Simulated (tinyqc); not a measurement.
RKS/LDA (PW92) in the 3-21g basis, for H2, spin multiplicity 1, step by step. Computed by tinyqc, a small Python program that keeps every step (integrals from PySCF). Settings: charge = 0, multiplicity = 1, basis = 3-21g, energy threshold = 1e-09, iteration cap = 84, orthogonalisation = canonical, start = Wolfsberg-Helmholz matrix, DIIS depth = 0, method = RKS, functional = lda,pw, grid = [40, 26]. Command: `OMP_NUM_THREADS=1 python tinyqc.py 20550 20551 out.jsonl` (the two numbers bound the seeds that draw the settings). One thread of a shared host (Intel(R) Xeon(R) Processor @ 2.60GHz), about 0.2 s of CPU time with the checks. Later iterations appear only in the table of the cycle.

## One-electron integrals

Geometry (angstrom):
```
atom         x         y         z
H     0.000000  0.000000  0.000000
H     0.000000  0.000000  1.347000
```

Basis 3-21g: exponents (1/bohr^2) and contraction coefficients of normalised primitives:
```
element  l (shell)  exponent  coefficient
H            s (1)  5.447178     0.156285
H            s (1)  0.824547     0.904691
H            s (2)  0.183192     1.000000
```

Overlap, kinetic and nuclear-attraction integrals over the contracted functions; the nuclear repulsion is the sum of Za Zb / Rab.

nuclear repulsion = 0.39285613 hartree

overlap S:
```
          1H 1s     1H 2s     2H 1s     2H 2s
1H 1s  1.000000  0.645899  0.058126  0.242526
1H 2s  0.645899  1.000000  0.242526  0.552399
2H 1s  0.058126  0.242526  1.000000  0.645899
2H 2s  0.242526  0.552399  0.645899  1.000000
```

kinetic energy T (hartree):
```
           1H 1s     1H 2s      2H 1s     2H 2s
1H 1s   1.549405  0.293152  -0.061494  0.038092
1H 2s   0.293152  0.274788   0.038092  0.091735
2H 1s  -0.061494  0.038092   1.549405  0.293152
2H 2s   0.038092  0.091735   0.293152  0.274788
```

nuclear attraction V (hartree):
```
           1H 1s      1H 2s      2H 1s      2H 2s
1H 1s  -2.113773  -1.036335  -0.091255  -0.388127
1H 2s  -1.036335  -1.064336  -0.388127  -0.628521
2H 1s  -0.091255  -0.388127  -2.113773  -1.036335
2H 2s  -0.388127  -0.628521  -1.036335  -1.064336
```

core Hamiltonian H = T + V (hartree):
```
           1H 1s      1H 2s      2H 1s      2H 2s
1H 1s  -0.564368  -0.743184  -0.152749  -0.350036
1H 2s  -0.743184  -0.789548  -0.350036  -0.536786
2H 1s  -0.152749  -0.350036  -0.564368  -0.743184
2H 2s  -0.350036  -0.536786  -0.743184  -0.789548
```

## Two-electron integrals

Functions are numbered as in S; the eight-fold symmetry (ij|kl) = (ji|kl) = (kl|ij) leaves the list below.

Two-electron integrals (ij|kl) in chemists' order, unique and non-zero (hartree):
```
(11|11) 1.140145   (21|11) 0.611403   (21|21) 0.345152   (22|11) 0.626370
(22|21) 0.380329   (22|22) 0.482957   (31|11) 0.041802   (31|21) 0.025191
(31|22) 0.030868   (31|31) 0.003446   (32|11) 0.113742   (32|21) 0.072188
(32|22) 0.101366   (32|31) 0.011070   (32|32) 0.048209   (33|11) 0.392568
(33|21) 0.252842   (33|22) 0.374772   (33|31) 0.041802   (33|32) 0.218689
(33|33) 1.140145   (41|11) 0.218689   (41|21) 0.124813   (41|22) 0.140096
(41|31) 0.011070   (41|32) 0.032241   (41|33) 0.113742   (41|41) 0.048209
(42|11) 0.296037   (42|21) 0.182845   (42|22) 0.242588   (42|31) 0.019824
(42|32) 0.074082   (42|33) 0.296037   (42|41) 0.074082   (42|42) 0.147372
(43|11) 0.252842   (43|21) 0.162314   (43|22) 0.238357   (43|31) 0.025191
(43|32) 0.124813   (43|33) 0.611403   (43|41) 0.072188   (43|42) 0.182845
(43|43) 0.345152   (44|11) 0.374772   (44|21) 0.238357   (44|22) 0.344387
(44|31) 0.030868   (44|32) 0.140096   (44|33) 0.626370   (44|41) 0.101366
(44|42) 0.242588   (44|43) 0.380329   (44|44) 0.482957
```

## Orthogonalisation

S = U s U^T; canonical form X = U s^(-1/2), so that X^T S X = 1. Each column of U has its largest component positive (the first on a tie).

eigenvalues of S: 0.221677  0.383104  1.167798  2.227420

X:
```
               1          2          3         4
1H 1s  -0.733892   0.909643   0.570891  0.286632
1H 2s   1.310318  -0.691143   0.319749  0.377249
2H 1s   0.733892   0.909643  -0.570891  0.286632
2H 2s  -1.310318  -0.691143  -0.319749  0.377249
```

## Starting guess

The start is the generalised Wolfsberg-Helmholz matrix (K = 1.75) built on H; D = 2 C_occ C_occ^T.

D at the start:
```
          1H 1s     1H 2s     2H 1s     2H 2s
1H 1s  0.041381  0.137718  0.041381  0.137718
1H 2s  0.137718  0.458329  0.137718  0.458329
2H 1s  0.041381  0.137718  0.041381  0.137718
2H 2s  0.137718  0.458329  0.137718  0.458329
```

## Iteration 1: exchange-correlation on the grid

Becke grid with 40 radial and 26 angular points per atom, points of zero weight dropped. rho = sum D_ij phi_i phi_j; V_xc,ij = sum w v_xc phi_i phi_j; v_xc is d(rho eps)/d rho.

The 8 grid points with the largest w rho, of 2058 (bohr, atomic units):
```
x                  y         z         w       rho     eps_xc       v_xc
0.000000    0.000000  1.386643  0.084838  0.068357  -0.352486  -0.460275
0.000000    0.000000  1.158819  0.084838  0.068357  -0.352486  -0.460275
0.000000    0.000000  1.330308  0.080934  0.068008  -0.351935  -0.459550
0.000000    0.000000  1.215154  0.080934  0.068008  -0.351935  -0.459550
0.000000   -1.074605  1.470856  0.152283  0.034717  -0.286719  -0.373837
-1.074605   0.000000  1.470856  0.152283  0.034717  -0.286719  -0.373837
1.074605    0.000000  1.470856  0.152283  0.034717  -0.286719  -0.373837
0.000000    1.074605  1.470856  0.152283  0.034717  -0.286719  -0.373837
```

electrons on the grid, sum of w rho = 2.000520

E_xc = sum of w rho eps_xc = -0.50326816 hartree

V_xc (hartree):
```
           1H 1s      1H 2s      2H 1s      2H 2s
1H 1s  -0.432521  -0.249601  -0.024134  -0.096878
1H 2s  -0.249601  -0.291684  -0.096878  -0.174529
2H 1s  -0.024134  -0.096878  -0.432521  -0.249601
2H 2s  -0.096878  -0.174529  -0.249601  -0.291684
```

## Iteration 1: building the Kohn-Sham matrix

J_ij = sum D_kl (ij|kl); F = H + J + V_xc; E = tr D H + tr D J / 2 + E_xc + E_nn.

Coulomb J (hartree):
```
          1H 1s     1H 2s     2H 1s     2H 2s
1H 1s  1.126710  0.683053  0.070187  0.269670
1H 2s  0.683053  0.882465  0.269670  0.525136
2H 1s  0.070187  0.269670  1.126710  0.683053
2H 2s  0.269670  0.525136  0.683053  0.882465
```

Kohn-Sham matrix F (hartree):
```
           1H 1s      1H 2s      2H 1s      2H 2s
1H 1s   0.129821  -0.309732  -0.106696  -0.177243
1H 2s  -0.309732  -0.198767  -0.177243  -0.186180
2H 1s  -0.106696  -0.177243   0.129821  -0.309732
2H 2s  -0.177243  -0.186180  -0.309732  -0.198767
```

total energy of this density = -1.03069348 hartree

## Iteration 1: diagonalisation and new density

Diagonalise F' = X^T F X, C = X C', fill 1 alpha and 1 beta electrons from the bottom; D = 2 C_occ C_occ^T. Each column has its largest component positive (the first on a tie).

F' = X^T F X (hartree):
```
           1         2          3          4
1   0.721175  0.000000  -0.344772   0.000000
2   0.000000  0.895140   0.000000   0.071516
3  -0.344772  0.000000   0.054857   0.000000
4   0.000000  0.071516   0.000000  -0.316399
```

orbital energies (hartree): MO1 -0.320606, MO2 -0.091424, MO3 0.867456, MO4 0.899346

coefficients C:
```
            MO1        MO2        MO3        MO4
1H 1s  0.232721   0.238900  -0.898577   0.924905
1H 2s  0.417184   0.806137   1.081350  -0.667797
2H 1s  0.232721  -0.238900   0.898577   0.924905
2H 2s  0.417184  -0.806137  -1.081350  -0.667797
```

D after iteration 1:
```
          1H 1s     1H 2s     2H 1s     2H 2s
1H 1s  0.108318  0.194175  0.108318  0.194175
1H 2s  0.194175  0.348085  0.194175  0.348085
2H 1s  0.108318  0.194175  0.108318  0.194175
2H 2s  0.194175  0.348085  0.194175  0.348085
```

## Iteration 2: exchange-correlation on the grid

As before.

The 8 grid points with the largest w rho, of 2058 (bohr, atomic units):
```
x                 y         z         w       rho     eps_xc       v_xc
0.000000   0.000000  1.158819  0.084838  0.074660  -0.362127  -0.472960
0.000000   0.000000  1.386643  0.084838  0.074660  -0.362127  -0.472960
0.000000   0.000000  1.215154  0.080934  0.074011  -0.361161  -0.471689
0.000000   0.000000  1.330308  0.080934  0.074011  -0.361161  -0.471689
0.000000   0.000000  1.003899  0.072406  0.078672  -0.367976  -0.480658
0.000000   0.000000  1.541562  0.072406  0.078672  -0.367976  -0.480658
0.000000  -0.940669  0.940669  0.124114  0.040353  -0.300137  -0.391458
0.940669   0.000000  0.940669  0.124114  0.040353  -0.300137  -0.391458
```

electrons on the grid, sum of w rho = 1.999178

E_xc = sum of w rho eps_xc = -0.54393980 hartree

V_xc (hartree):
```
           1H 1s      1H 2s      2H 1s      2H 2s
1H 1s  -0.464273  -0.260569  -0.024781  -0.100305
1H 2s  -0.260569  -0.290458  -0.100305  -0.173837
2H 1s  -0.024781  -0.100305  -0.464273  -0.260569
2H 2s  -0.100305  -0.173837  -0.260569  -0.290458
```

## Iteration 2: building the Kohn-Sham matrix

As before.

Coulomb J (hartree):
```
          1H 1s     1H 2s     2H 1s     2H 2s
1H 1s  1.194379  0.715297  0.073256  0.281778
1H 2s  0.715297  0.906036  0.281778  0.539461
2H 1s  0.073256  0.281778  1.194379  0.715297
2H 2s  0.281778  0.539461  0.715297  0.906036
```

Kohn-Sham matrix F (hartree):
```
           1H 1s      1H 2s      2H 1s      2H 2s
1H 1s   0.165738  -0.288456  -0.104274  -0.168563
1H 2s  -0.288456  -0.173970  -0.168563  -0.171162
2H 1s  -0.104274  -0.168563   0.165738  -0.288456
2H 2s  -0.168563  -0.171162  -0.288456  -0.173970
```

total energy of this density = -1.05121658 hartree

## Iteration 2: diagonalisation and new density

As before.

F' = X^T F X (hartree):
```
           1         2          3          4
1   0.742386  0.000000  -0.351711   0.000000
2   0.000000  0.921291   0.000000   0.079438
3  -0.351711  0.000000   0.087887   0.000000
4   0.000000  0.079438   0.000000  -0.285809
```

orbital energies (hartree): MO1 -0.291015, MO2 -0.065272, MO3 0.895546, MO4 0.926496

coefficients C:
```
            MO1        MO2        MO3        MO4
1H 1s  0.226541   0.230405  -0.900793   0.926438
1H 2s  0.421633   0.816310   1.073690  -0.664997
2H 1s  0.226541  -0.230405   0.900793   0.926438
2H 2s  0.421633  -0.816310  -1.073690  -0.664997
```

D after iteration 2:
```
          1H 1s     1H 2s     2H 1s     2H 2s
1H 1s  0.102642  0.191034  0.102642  0.191034
1H 2s  0.191034  0.355549  0.191034  0.355549
2H 1s  0.102642  0.191034  0.102642  0.191034
2H 2s  0.191034  0.355549  0.191034  0.355549
```

## Iteration 6 (converged): orbitals

converged F (hartree):
```
           1H 1s      1H 2s      2H 1s      2H 2s
1H 1s   0.163229  -0.289906  -0.104433  -0.169147
1H 2s  -0.289906  -0.175632  -0.169147  -0.172164
2H 1s  -0.104433  -0.169147   0.163229  -0.289906
2H 2s  -0.169147  -0.172164  -0.289906  -0.175632
```

As before.

F' = X^T F X (hartree):
```
           1         2          3          4
1   0.740917  0.000000  -0.351185   0.000000
2   0.000000  0.919447   0.000000   0.078845
3  -0.351185  0.000000   0.085589   0.000000
4   0.000000  0.078845   0.000000  -0.287886
```

orbital energies (hartree): MO1 -0.293013, MO2 -0.067054, MO3 0.893560, MO4 0.924574

coefficients C:
```
            MO1        MO2        MO3        MO4
1H 1s  0.227000   0.231026  -0.900634   0.926326
1H 2s  0.421304   0.815571   1.074252  -0.665205
2H 1s  0.227000  -0.231026   0.900634   0.926326
2H 2s  0.421304  -0.815571  -1.074252  -0.665205
```

D after iteration 6:
```
          1H 1s     1H 2s     2H 1s     2H 2s
1H 1s  0.103058  0.191271  0.103058  0.191271
1H 2s  0.191271  0.354993  0.191271  0.354993
2H 1s  0.103058  0.191271  0.103058  0.191271
2H 2s  0.191271  0.354993  0.191271  0.354993
```

## Convergence

Stop when the energy changes by less than 1e-09 hartree and every element of the error matrix X^T (F D S - S D F) X is below 9e-06.

Course of the cycle:
```
iteration  E (hartree)     change  largest element of the error matrix
1          -1.03069348          -                             2.31e-01
2          -1.05121658  -2.05e-02                             1.63e-02
3          -1.05131640  -9.98e-05                             1.30e-03
4          -1.05131704  -6.41e-07                             1.04e-04
5          -1.05131704  -4.05e-09                             8.24e-06
6          -1.05131704  -2.56e-11                             6.55e-07
```

PySCF RKS in the same basis, fine grid = -1.05126747 hartree

Converged in 6 iterations. The coarse grid moves the energy by -4.96e-05 hartree.

## Populations, bond orders and dipole

Mulliken: Z minus the diagonal of D S on the atom; Loewdin: the same with S^(1/2) D S^(1/2); Mayer order: 2 sum_s sum (D(s) S)_ij (D(s) S)_ji over the two atoms.

Charges (e):
```
atom  Mulliken  Loewdin
1H           0        0
2H           0        0
```

Mayer bond orders:
```
pair     order
2-1   1.000000
```

dipole moment about the origin, x y z (debye): 0.000000  0.000000  0.000000
